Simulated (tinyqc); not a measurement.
Band offset from the macroscopic average of a supercell potential: sweeps and comparisons. A value that a table varies takes the place of the one given here.

A model of the planar-averaged electrostatic energy of an electron in a periodic cell of N1 periods of A (L1 = N1 n1 h) and N2 periods of B (L2 = N2 n2 h), on z_j = j h: V(z) = f VA + (1 - f) VB + F t(z), VA = V1[0] + V1[1] cos(2 pi z/(n1 h)) + V1[2] cos(4 pi z/(n1 h)), VB the same with V2, n2 and z - L1. f = [tanh(z/w) - tanh((z - L1)/w) + tanh((z - L1 - L2)/w)]/2 + 1/2; t(z) = z - L1/2 in A and (L1/L2)(L1 + L2/2 - z) beyond, so that the cell is periodic.

Running mean over n points, periodic: for odd n the plain mean of the n points centred on j; for even n the n + 1 points with half weight at both ends. The macroscopic average applies the mean over n1 points and then over n2 points.

dEv = Ev(A) - Ev(B) = Ev1 - (dV + Ev2); dEc = Ec(B) - Ec(A) = Eg2 - Eg1 - dEv. The correction of a gap, c = Eg[1] - Eg[0], lowers the valence top by fv c and leaves dV, a ground-state quantity, as it is. Type I: dEv and dEc of one sign; II: opposite signs; III: no overlap of the gaps.

Inputs chosen for the exercise (gaps near those of GaAs and AlAs; the results hold for these values, not for the real material):
```
symbol  value                 unit         meaning
h       0.25                  angstrom     grid step
n1      6                                  grid points per period of A
n2      7                                  grid points per period of B
V1      (-7.33, 2.17, -0.13)  eV           mean and two harmonics of the potential in A
V2      (-8.57, 3.52, -0.93)  eV           the same in B
w       0.53                  angstrom     width of the interfaces
N1      5                                  periods of A
N2      4                                  periods of B
F       0.018                 eV/angstrom  slope in A from opposite charges on the two interfaces
Ev1     3.56                  eV           valence top of bulk A above its mean potential
Eg1     (0.52, 1.47)          eV           gap of A: semi-local value, corrected value
Ev2     3.7                   eV           valence top of bulk B above its mean potential
Eg2     (1.45, 2.13)          eV           gap of B: semi-local value, corrected value
```

## How thick the regions must be

N1 = N2 = N, no slope (F = 0); dV is read at j = floor(N n1/2) and N n1 + floor(N n2/2). The exact value is V2[0] - V1[0].

Results:
```
N,L1 (angstrom),dV (eV),error (meV)
1,1.50,-0.7592,480.76
2,3.00,-1.0469,193.07
3,4.50,-1.2344,5.58
4,6.00,-1.2394,0.59
5,7.50,-1.2400,0.02
6,9.00,-1.2400,0.00
```

The error is below 10 meV from N = 3 on. The two windows together span 3.25 angstrom and must fit between the interface tails, which fall as exp(-2 z/w); the errors at N = 2, 3 and 4 are 193.07, 5.58 and 0.59 meV.

## The choice of windows

dV read at j = 15 and 44 after means over the numbers of points listed; ripple is the spread over the five points around each.

Results:
```
windows,dV (eV),ripple in A (meV),ripple in B (meV)
none,3.650,3459,2545
6 only,-0.615,18,839
7 only,-1.531,446,19
"7, 8",-1.181,98,20
"6, 7",-1.240,18,20
```

Which rows can be used, and how does a wrong window show?

The last row matches both periods and lies 0 meV from the value of a thick cell, V2[0] - V1[0] = -1.240 eV. Against it the raw potential errs by +4.89 eV. No other row is within 20 meV of it. A window one point too long leaves a ripple of 446 meV in A, against 18 meV in the last row (of which the slope F makes 18 meV): the ripple is the sign to look for. Rows to use, with under 30 meV of ripple in both regions once the tilt is taken off: 6, 7. A row with a large ripple can hit the right value only by chance.

## Where the gap correction goes

dV = B - A = -1.2399 eV

fv1 and fv2 are varied.

Offsets (eV):
```
fv1,fv2,dEv,dEc
0.0,0.0,1.100,-0.440
0.5,0.5,0.965,-0.305
1.0,1.0,0.830,-0.170
0.0,1.0,1.780,-1.120
1.0,0.0,0.150,0.510
0.3,0.7,1.291,-0.631
```

dEv + dEc = 0.660 eV in every row, but dEv alone spans 1.63 eV, the sum of the two corrections. A scissor on the conduction bands alone (first row) keeps the semi-local dEv; with equal shares fv the shift is fv times the difference of the corrections, -0.27 eV, against their sum of 1.63 eV: most of the error cancels if the shares are alike.

Computed by tinyqc, a small Python program: `OMP_NUM_THREADS=1 python tinyqc.py 1851282 1851283 out.jsonl` (the numbers bound the seed that draws the inputs); one thread of a shared host (Intel(R) Xeon(R) Processor @ 2.30GHz), about 0.01 s for the whole set of steps.
